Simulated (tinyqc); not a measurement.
Ballistic Schottky-barrier transistor with a two-dimensional channel, WKB contacts: one step of the calculation.

Source Fermi level 0, drain Fermi level -Vd. Far from the contacts Ec = pn - psi, and the gate moves psi one to one; the band edges relax as exp(-x/lam) from pn at the source and pn - Vd at the drain; Ev = Ec - Eg. A carrier of energy w inside the channel band meets at a contact a barrier of height D (the contact edge beyond the channel edge): T = 1 for w >= D, else exp(-S), S = 4 lam sqrt(m/C) [sqrt(D - w) - sqrt(w) arctan sqrt((D - w)/w)], C = hbar^2/(2 m0). The two contacts combine as Ts Td/(Ts + Td - Ts Td).

Task. Transmission of one of the electrons. S and T at both contacts for w = w0, and the tunnelling distance lam ln(D/w) at the higher barrier.

Values chosen for this exercise; channel values close to those of a molybdenum disulphide layer:
- mn = 0.5 m0 (electron mass)
- lam = 1.3 nm (screening length at the contacts)
- w0 = 0.096 eV (energy of one carrier inside the channel band)

Constants: q = 1.602176634e-19 C, hbar = 1.054571817e-34 J s, m0 = 9.1093837015e-31 kg, hbar^2/(2 m0) = 0.0380998212 eV nm^2. Results are converted to the units shown.

D for electrons (eV): source 0.16000000, drain -0.34000000

Wanted: S at the source; S at the drain; combined T; tunnelling distance.

Result.

S at the source = 0.76914
S at the drain = 0
combined T = 0.46341
tunnelling distance = 0.66407 nm

Range of the model: No scattering, image-force lowering, channel charge or band-to-band tunnelling; parabolic kappa overstates S deep in the gap.

Numbers from tinyqc (`OMP_NUM_THREADS=1 python tinyqc.py 2390066 2390067 out.jsonl`; about 0.2 s on one thread of a shared Intel Xeon 2.30GHz).
